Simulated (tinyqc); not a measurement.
Inside a calculation. Method: Hubbard chain of 3 sites. Computed by tinyqc, a small Python program that keeps every step. Settings: hopping = 0.7, U = 5.9, mixing = 1, iteration cap = 57. Command: `OMP_NUM_THREADS=1 python tinyqc.py 26161 26162 out.jsonl` (the two numbers bound the seeds that draw the settings). One thread of a shared host (Intel(R) Xeon(R) Processor @ 2.60GHz), about 0.2 s of CPU time with the checks.

one-body matrix (hopping and site energies) (eV), order 1, 2, 3:
```
[[-0.970000, -0.700000, 0.000000],
 [-0.700000, 0.380000, -0.700000],
 [0.000000, -0.700000, 0.410000]]
```

U = 5.900000 eV

electrons, up and down: [2, 1]

n(up) at the start (a guess, not normalised): [0.667000, 0.667000, 0.667000]

n(down) at the start (a guess): [0.333000, 0.333000, 0.333000]

Each step fills the lowest levels of T + U n(other spin) and sets n(new) = n + mixing (n(out) - n); stop when output and input agree to 1e-8.

Course of the cycle:
```
iteration      E (eV)  largest |n(out) - n(in)|  mean |n_up - n_down|
1          2.25543590                  4.45e-01              0.333333
2          4.69595725                  8.48e-01              0.333333
3          3.64250046                  9.05e-01              0.335230
4          6.11021517                  9.62e-01              0.333333
5          3.83725406                  9.65e-01              0.333333
6          6.14694154                  9.67e-01              0.333333
7          3.83925982                  9.67e-01              0.333333
8          6.14722242                  9.67e-01              0.333333
9          3.83927461                  9.67e-01              0.333333
10         6.14722448                  9.67e-01              0.333333
11         3.83927472                  9.67e-01              0.333333
...               ...                       ...                   ...
47         3.83927472                  9.67e-01              0.333333
48         6.14722450                  9.67e-01              0.333333
49         3.83927472                  9.67e-01              0.333333
50         6.14722450                  9.67e-01              0.333333
51         3.83927472                  9.67e-01              0.333333
52         6.14722450                  9.67e-01              0.333333
53         3.83927472                  9.67e-01              0.333333
54         6.14722450                  9.67e-01              0.333333
55         3.83927472                  9.67e-01              0.333333
56         6.14722450                  9.67e-01              0.333333
57         3.83927472                  9.67e-01              0.333333
```

Can the last value be used, and what does the course show?

Not by the stop rule. Not converged within 57 iterations: the residual has stopped falling: the iteration swings between two states. The lowest mean-field energy found from random starts is -0.51836 eV. Reruns (cap 100 unless said): mixing 0.2: converged in 96 (E = -0.51836); mixing 0.5: converged in 35 (E = -0.51836); mixing 0.9: not converged; the original settings with a cap of 400: not converged.
